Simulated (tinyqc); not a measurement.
Changing the impurity potential U: deep trap from a strong local potential in a two-band host (Koster-Slater model with semi-elliptic bands). Computed by tinyqc, a small Python program. Command: `OMP_NUM_THREADS=1 python tinyqc.py 3017802 3017803 out.jsonl deeptrap sweep`. One thread of a shared host (Intel(R) Xeon(R) Processor @ 2.30GHz), about 0.02 s of CPU time with the checks.

The valence band spans -2 W_v to 0 and the conduction band E_g to E_g + 2 W_c. The orbital at the impurity site has weight f_v in the valence band and 1 - f_v in the conduction band, each spread as a semi-ellipse (2/(pi W^2)) sqrt(W^2 - x^2) about the band centre. The impurity adds U to this orbital. Spin is left out.

Inputs (values chosen for the exercise, with a gap close to that of 4H-SiC):

| quantity | value | unit |
|---|---|---|
| gap E_g | 3.26 | eV |
| half-width of the valence band W_v | 4.2 | eV |
| half-width of the conduction band W_c | 4.6 | eV |
| valence weight f_v of the site orbital | 0.49 | - |

Impurity: attractive, donor-like.

Method. In the gap G(E) = f_v (2/W_v^2)[x - sqrt(x^2 - W_v^2)] - (1 - f_v)(2/W_c^2)[y - sqrt(y^2 - W_c^2)], x = E + W_v, y = E_g + W_c - E. The trap level solves G(E) = 1/U (bisection). With D = -dG/dE = D_v + D_c, D_v = f_v (2/W_v^2)[x/sqrt(x^2 - W_v^2) - 1] and D_c = (1 - f_v)(2/W_c^2)[y/sqrt(y^2 - W_c^2) - 1], the weight on the impurity orbital is 1/(U^2 D) and the conduction-band character is D_c/D.

One run for each value:

| impurity potential U (eV) | trap level E_t (eV) | weight on the impurity orbital | conduction-band character |
|---|---|---|---|
| -120.0 | 1.835 | 0.00144 | 0.5479 |
| -78.0 | 1.927 | 0.00336 | 0.5755 |
| -51.0 | 2.064 | 0.00763 | 0.6162 |
| -33.0 | 2.270 | 0.01697 | 0.6768 |
| -14.0 | 2.880 | 0.05600 | 0.8524 |
| -9.1 | 3.174 | 0.05571 | 0.9445 |

Give the missing row, impurity potential U (eV) = -21.0.

Computed row:
```
impurity potential U (eV)  trap level E_t (eV)  weight on the impurity orbital  conduction-band character
-21.0                                    2.565                         0.03519                     0.7623
```

Interpolating between the two neighbouring rows (linearly) misses most in weight on the impurity orbital, by 18 %. Over the rows, trap level E_t (eV) rises from 1.83 to 3.17; weight on the impurity orbital goes from 0.00144 through a maximum among these rows, 0.0560 at -14.0, to 0.0557; conduction-band character rises from 0.548 to 0.944.  Left out: -5.90, -3.80, -2.50 (the potential is below the binding threshold).

Extremes, crossings and ranges named in words are read from the listed rows.
